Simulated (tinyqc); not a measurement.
# p-n diode, drift-diffusion by the Gummel loop with Scharfetter-Gummel fluxes: two studies

Abrupt junction at x = 0, p side from -Lp, n side to Ln, ohmic contacts. psi is counted from the intrinsic level; n = ni exp((psi - phin)/Vt), p = ni exp((phip - psi)/Vt). Contacts: p side psi = V - Vt ln(Na/ni), p = Na, n = ni^2/Na; n side psi = Vt ln(Nd/ni), n = Nd, p = ni^2/Nd. Constant mobilities, D = mu Vt, Boltzmann statistics, SRH recombination through a mid-gap level, U = (n p - ni^2)/(tp (n + ni) + tn (p + ni)). Current is positive from the p contact to the n contact.

Inputs (values chosen for the exercise); band and dielectric values close to those of silicon:
```
symbol    value        unit                                 meaning
T           300           K                             temperature
Eg         1.13          eV                                band gap
eps_r      11.9                               relative permittivity
Nc      2.81e19       cm^-3  conduction-band density of states at T
Nv      2.63e19       cm^-3     valence-band density of states at T
Na       2.1e16       cm^-3          acceptor density of the p side
Nd       1.3e16       cm^-3             donor density of the n side
mun         980  cm^2/(V s)                       electron mobility
mup         380  cm^2/(V s)                           hole mobility
tn         3e-7           s               SRH lifetime of electrons
tp         2e-7           s                   SRH lifetime of holes
Lp          2.7          um                    length of the p side
Ln         0.82          um                    length of the n side
G             0  cm^-3 s^-1                 uniform generation rate
```

Constants: q = 1.602176634e-19 C, kB = 1.380649e-23 J/K, Vt = kB T/q, eps0 = 8.8541878128e-14 F/cm where lengths are in cm. Results are converted to the units shown.

Each table varies one quantity; the others keep the values above.

## Current against voltage in the dark

ni = sqrt(Nc Nv) exp(-Eg/(2 Vt)), Eg in volts. Poisson and both continuity equations are solved self-consistently with Scharfetter-Gummel fluxes on a graded mesh of 500 nodes. J_scr is q times the integral of U between -xp and xn. Ideal diffusion current J_id = q ni^2 [Dn coth(wp/Le)/(Le Na) + Dp coth(wn/Lh)/(Lh Nd)] (exp(V/Vt) - 1), Le = sqrt(Dn tn), Lh = sqrt(Dp tp), wp = Lp - xp, wn = Ln - xn, with xp and xn from the depletion approximation (W = sqrt(2 eps0 eps_r (Vbi - V)(1/Na + 1/Nd)/q), xp = W Nd/(Na + Nd), xn = W Na/(Na + Nd), Vbi = Vt ln(Na Nd/ni^2)). Ideality factor = 0.004 V/(Vt ln[J(V + 0.004 V)/J(V)]). Here G = 0.

In this table G = 0 cm^-3 s^-1.

Current against voltage in the dark:
```
V (V)	J (A/cm^2)	ideality factor	J_scr/J (%)	J_id (A/cm^2)	share recombining at the contacts (%)	larger minority/doping at -xp and xn
0.15	1.96e-7	1.42	65.6	6.81e-8	34.3	2.34e-10
0.21	1.13e-6	1.23	39.9	6.87e-7	60.0	2.37e-9
0.27	8.40e-6	1.10	18.6	6.91e-6	81.2	2.40e-8
0.33	7.41e-5	1.04	7.41	6.95e-5	92.4	2.42e-7
0.39	7.09e-4	1.02	2.78	6.98e-4	97.0	2.44e-6
0.45	0.00698	1.01	1.04	0.00701	98.7	2.45e-5
0.51	0.0694	1.01	0.406	0.0702	99.4	2.45e-4
0.57	0.689	1.01	0.165	0.703	99.6	0.00240
0.63	6.60	1.06	0.0669	7.02	99.7	0.0220
```

J rises from 1.96e-7 to 6.60 A/cm^2; the ideality factor goes from 1.42 through a minimum of 1.01 (at V = 0.51 V among the rows listed) to 1.06. Recombination in the depleted layer carries over half of the current up to V = 0.15 V, where the factor is 1.42; it grows roughly as exp(V/2 Vt), so diffusion overtakes it. Where the factor is lowest (V = 0.51 V), J is 1.1 % below the ideal diffusion current.

## Effect of the SRH lifetime of holes at fixed bias

Same model as above.

In this table V = 0.46 V.

Effect of the SRH lifetime of holes at fixed bias:
```
tp (s)	J (A/cm^2)	ideality factor	J_scr/J (%)	J_id (A/cm^2)	share recombining at the contacts (%)	larger minority/doping at -xp and xn
1e-11	0.0535	1.42	27.2	0.0532	5.84	2.87e-5
1e-10	0.0253	1.18	26.9	0.0193	25.5	3.38e-5
1e-9	0.0132	1.07	14.8	0.0114	72.2	3.57e-5
1e-8	0.0108	1.03	4.69	0.0104	93.5	3.60e-5
1e-7	0.0103	1.01	1.30	0.0103	98.4	3.60e-5
1e-6	0.0102	1.01	0.377	0.0103	99.5	3.60e-5
1e-5	0.0102	1.01	0.123	0.0103	99.7	3.60e-5
```

As tp rises from 1e-11 to 1e-5, J falls from 0.0535 to 0.0102 A/cm^2, the share of the depleted layer falls from 27.2 to 0.123 % and the share lost at the contacts rises from 5.84 to 99.7 %. The exponent d ln J/d ln tp is -0.32 between the first two rows and 0.00 between the last two. J less J_scr is 1.4 % below J_id in the last row.

Program tinyqc, `OMP_NUM_THREADS=1 python tinyqc.py 2240172 2240173 out.jsonl`; Intel Xeon 2.30GHz, shared host, one thread, about 0.2 s.
